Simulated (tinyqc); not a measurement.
What each setting does: recursion (Haydock) method for the local density of states: bulk site of a square lattice.

One orbital a site at energy 0, hopping -t to the 4 nearest neighbours of a square lattice; the start u0 is a site in the bulk, with energy V. Recursion: a_n = <u_n|H|u_n>, b_(n+1) u_(n+1) = (H - a_n) u_n - b_n u_(n-1), b > 0. G(z) = 1/(z - a0 - b1^2/(z - a1 - b2^2/(...))), z = E + i eta. After n levels the tail is b_n^2 T with the square-root terminator T = (z - sqrt(z - 2b) sqrt(z + 2b))/(2 b^2), b = 2t so that the band edges lie at -/+ 4t.

Parameters, chosen for this exercise: t = 1.33 eV (hopping); V = 0 eV (shift of the starting site); n = 6 (levels kept); E = 1.65 eV (energy); eta = 0.067 eV (broadening).

G at z = E + i eta with n levels and terminator. Each row changes one parameter from the base and keeps the others.

Results:
```
case            Re G (1/eV)  density (1/eV)
base                 0.1927          0.0951
t = 1.463 eV         0.1791          0.0901
V = 0.5 eV           0.1543          0.1134
n = 7                0.1867          0.0954
E = 1.92 eV          0.1872          0.0902
eta = 0.134 eV       0.1878          0.0956
```

The largest shifts from the base row, up to three for each result and ties (the steps differ in size, so this ranks the rows, not the parameters). Re G (1/eV): V -0.0384, t -0.0136, n -0.0060. density (1/eV): V +0.0183, t -0.0051, E -0.0049.

(tinyqc, `OMP_NUM_THREADS=1 python tinyqc.py 1450842 1450843 out.jsonl`, Intel(R) Xeon(R) Processor @ 2.30GHz, 1 thread, shared host, about 0.01 s.)
